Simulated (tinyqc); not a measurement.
From the diamond lattice to a polar crystal: two-band k.p model of the X valleys of a zinc-blende crystal.

k along the valley axis, counted from X, c = hbar^2/2m0, e = c k^2/ml. H = [[e - D/2, i P k], [-i P k, e + D/2]] with P^2 = D0 c/ml, so E = e -/+ sqrt(D^2/4 + D0 e). For D = 0 (diamond lattice) the bands cross at X.

With x = D/D0: for x < 1 the minima lie at k_m = sqrt(ml D0 (1 - x^2)/(4 c)), the hump at X has the height dE = (D0/4)(1 - x)^2 and the mass at the minimum is ml/(1 - x^2); the mass at X is ml/(1 - 1/x), negative for x < 1. For x > 1 the minimum is at X.

Constants: hbar^2/2m0 = 3.80998211 eV angstrom^2.

Parameters, chosen for this exercise (out of a larger set: of the order of those of AlAs; not measured data): D0 = 0.127 eV (coupling energy); ml = 0.584 m0 (mass along the axis from remote bands).

D is varied at fixed D0 and ml.

Results:
```
x     D (eV)  k_m (1/angstrom)  dE (meV)  mass at the minimum
0.00   0.000            0.0698     31.75                0.584
0.30   0.038            0.0665     15.56                0.642
0.60   0.076            0.0558      5.08                0.912
0.80   0.102            0.0419      1.27                1.622
0.90   0.114            0.0304      0.32                3.074
1.10   0.140            0.0000      0.00                6.424
1.30   0.165            0.0000      0.00                2.531
2.00   0.254            0.0000      0.00                1.168
4.00   0.508            0.0000      0.00                0.779
```

At D = 0 the minima lie 0.0698 1/angstrom from X under a cusp of D0/4 = 32 meV, the pattern of silicon. The hump shrinks as (1 - x)^2, faster than k_m, so at x = 0.9 it is only 0.32 meV although k_m is still 44 % of its first value. The mass diverges at x = 1 from both sides (3.07 at 0.9, 6.42 at 1.1), where the band is quartic.

Computed by tinyqc, a small Python program: `OMP_NUM_THREADS=1 python tinyqc.py 1880323 1880324 out.jsonl` (the numbers bound the seed that draws the inputs); one thread of a shared host (Intel(R) Xeon(R) Processor @ 2.30GHz), about 0.01 s for the whole set of steps.
